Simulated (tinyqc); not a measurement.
Worked calculation: Stoner model of a band ferromagnet. Values are carried at full precision from step to step, so a last printed digit may differ when a step is redone from the rounded ones.

Density of states per atom and spin: triangular, D(e) = (4 M/W^2) (W/2 - |e|). Levels e -/+ I m/2 for up and down spin, m = n_up - n_down, n_up + n_down = nd. At zero temperature e(N) is the energy below which N states lie, and E(m) = sum over spins of integral e D de - I m^2/4.

Inputs chosen for the exercise:
- W = 4.5 eV (band width, e from -W/2 to W/2)
- M = 5 (states per atom and spin)
- nd = 9.28 (electrons per atom)
- I = 1.3 eV (Stoner parameter)

## The paramagnetic state and the Stoner criterion

Find EF from nd/2 states per spin, D(EF) and the product I D(EF); below 1 the susceptibility is enhanced by 1/(1 - I D).

EF = 1.3962 eV
D(EF) = 0.8433 1/eV
I D(EF) = 1.0963

The paramagnet is unstable.

## Energy against moment

Tabulate the splitting that the band needs, e(n_up) - e(n_down), against I m, and E(m) - E(0), at nine moments up to saturation m_max = min(nd, 2M - nd).

Energy curve:
```
m      e(n_up) (eV)  e(n_down) (eV)  difference (eV)  I m (eV)  E - E(0) (meV)
0.000        1.3962          1.3962           0.0000    0.0000             0.0
0.090        1.4513          1.3444           0.1069    0.1170            -0.2
0.180        1.5106          1.2954           0.2152    0.2340            -0.9
0.270        1.5750          1.2488           0.3262    0.3510            -1.9
0.360        1.6463          1.2043           0.4420    0.4680            -3.0
0.450        1.7271          1.1616           0.5656    0.5850            -4.1
0.540        1.8231          1.1205           0.7026    0.7020            -4.6
0.630        1.9481          1.0809           0.8673    0.8190            -3.7
0.720        2.2500          1.0425           1.2075    0.9360             1.3
```

dE/dm is half of (difference - I m), so E falls wherever I m exceeds the difference.

## The ground state

Take the lowest of E(0), the stationary points e(n_up) - e(n_down) = I m, and saturation.

m = 0.538 muB
exchange splitting I m = 0.700 eV
E - E(0) = -4.6 meV

n_up, n_down: 4.909  4.371

Both spin bands cross the Fermi level (a weak ferromagnet).

## Checks

- States in the band over M against 1: both 1.000000.

tinyqc: `OMP_NUM_THREADS=1 python tinyqc.py 1680183 1680184 out.jsonl`; about 0.5 s, one thread, shared Intel(R) Xeon(R) Processor @ 2.30GHz.
